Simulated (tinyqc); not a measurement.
Comparisons within one model: donors with valley-orbit split 1s states. A value that a table varies takes the place of the one given here.

Each donor binds at most one electron, in any of its states. For a site s, W_s = sum over its states of g exp(E/kT), and the ionised share is 1/(1 + W_s exp(eta)), eta = (EF - Ec)/kT; n = Nc F_1/2(eta); neutrality n + NA = ND x (mean ionised share); holes are neglected. Nc from N = 2 (m kB T/(4 pi c))^(3/2) with c = hbar^2/2m0, in 1/angstrom^3; times 1e24 for 1/cm^3, m = md. F_j(eta) = (1/Gamma(j + 1)) integral_0^infinity x^j dx/(1 + exp(x - eta)), which tends to exp(eta) for eta << 0.

Mobility (Caughey-Thomas form): mu = mu0 + (mu1 (T/300)^(-ga) - mu0)/(1 + ((ND + NA)/Nr)^de); rho = 1/(e n mu), e = 1.602176634e-19 C.

Constants: hbar^2/2m0 = 3.80998211 eV angstrom^2; kB = 8.617333262e-05 eV/K.

Values chosen for the exercise (near those of As in Si; shifted at random, so the results belong to these values and not to a real crystal): md = 1.068 m0 (density-of-states mass of the conduction band); E = (53.8, 32.4, 32.4) meV (binding energies of 1s(A1), 1s(T2), 1s(E)); g = (2, 6, 4) (their degeneracies with spin); ND = 1.1e+16 1/cm^3 (donors); NA = 0 1/cm^3 (compensating acceptors, all ionised); T = 300 K; mu0 = 65 cm^2/(V s) (mobility at heavy doping); mu1 = 1371 cm^2/(V s) (mobility at light doping and 300 K); Nr = 8.6e+16 1/cm^3 (reference doping); de = 0.72 (doping exponent); ga = 2.3 (temperature exponent).

## What the excited states change

The last columns keep only the ground state of each site (g = 2).

Results:
```
T (K),effective degeneracy,eta,n (1/cm^3),"n, ground states only",ratio
40,2.02,-10.56,3.49e+13,3.51e+13,0.995
60,2.16,-8.32,6.01e+14,6.24e+14,0.963
80,2.45,-7.39,2.35e+15,2.56e+15,0.915
110,3.05,-6.94,5.93e+15,6.72e+15,0.882
150,3.91,-7.00,8.95e+15,9.75e+15,0.917
200,4.89,-7.30,1.02e+16,1.07e+16,0.960
250,5.70,-7.59,1.06e+16,1.09e+16,0.978
300,6.37,-7.85,1.08e+16,1.09e+16,0.987
400,7.37,-8.27,1.09e+16,1.10e+16,0.994
500,8.09,-8.60,1.09e+16,1.10e+16,0.996
```

The effective degeneracy grows from 2.02 to 8.09. Excited states hold electrons back, so the ratio is never above 1; it is lowest, 0.882, at 110 K of those listed, and 0.987 at 300 K. At low T the excited states empty out, and at high T more donors are ionised (n is 99 % of ND - NA in the last row), so the effect is largest in between.

## Ionisation and resistivity against doping

NA = 0.

Results:
```
ND (1/cm^3),n (1/cm^3),n/ND,mu (cm^2/(V s)),rho (ohm cm),rho at full ionisation
1.0e+14,1.00e+14,1.000,1361,45.9,45.9
1.0e+15,9.98e+14,0.998,1320,4.74,4.73
1.0e+16,9.82e+15,0.982,1142,0.556,0.546
3.0e+16,2.85e+16,0.950,954,0.229,0.218
1.0e+17,8.63e+16,0.863,683,0.106,0.0914
3.0e+17,2.15e+17,0.716,443,0.0657,0.0470
1.0e+18,5.13e+17,0.513,256,0.0476,0.0244
2.0e+18,8.02e+17,0.401,188,0.0414,0.0166
```

From 1e16 to 1e18 1/cm^3 rho falls by a factor 11.7, not 100: the mobility takes a factor 4.47 and incomplete ionisation 1.92. n/ND is below 0.9 from 1e+17 1/cm^3 on. From a few times 1e18 1/cm^3 on, depending on the dopant, the levels merge with the band, and already below that screening lowers the binding energy, so the last rows understate n.

## Compensation sets the slope of the freeze-out

NA = K ND. The slope energy is -d ln(n T^(-p))/d(1/kT) between 30 and 36 K, with p = 3/4 for K = 0 and p = 3/2 otherwise.

Results:
```
K,n(30 K) (1/cm^3),n(36 K) (1/cm^3),slope energy (meV)
0,2.10e+12,1.36e+13,26.86
0.0010,3.87e+11,9.17e+12,44.86
0.010,3.97e+10,1.64e+12,53.52
0.050,7.61e+09,3.20e+11,53.73
0.20,1.60e+09,6.74e+10,53.74
0.50,4.01e+08,1.68e+10,53.74
```

Without acceptors the slope is 26.86 meV, against half the ground-state energy, 26.90; with K = 0.05 it is 53.73 meV, against the full 53.8. The full energy (less a few meV where excited levels lie within a few kT) shows where n is far below NA, since the acceptors then hold EF near the donor level: n(36 K)/NA is 0.83 for K = 0.001 and 0.00058 for K = 0.05; where it is not small, the slope falls short of the full energy.

## What moves the carrier density

All results formed anew. Each row changes one parameter from the base and keeps the others.

Results:
```
case,eta,n (1/cm^3),rho (ohm cm)
base,-7.851,1.079e+16,0.5126
"E = (58.8, 32.4, 32.4) meV",-7.852,1.077e+16,0.5132
md = 1.175 m0,-7.991,1.081e+16,0.5113
ND = 2.2e+16 1/cm^3,-7.176,2.117e+16,0.2904
NA = 1.1e+15 1/cm^3,-7.956,9.707e+15,0.5766
T = 330 K,-7.989,1.084e+16,0.6336
Nr = 1.72e+17 1/cm^3,-7.851,1.079e+16,0.4773
```

The largest shifts from the base row, up to three for each result and ties (the steps differ in size, so this ranks the rows, not the parameters). eta: ND +0.675, md -0.141, T -0.138; unchanged at the printed digits by Nr. n (1/cm^3): ND +1.04e+16, NA -1.08e+15, T +5.08e+13; unchanged at the printed digits by Nr. rho (ohm cm): ND -0.222, T +0.121, NA +0.0640.

(tinyqc, `OMP_NUM_THREADS=1 python tinyqc.py 1650614 1650615 out.jsonl`, Intel(R) Xeon(R) Processor @ 2.30GHz, 1 thread, shared host, about 0.01 s.)
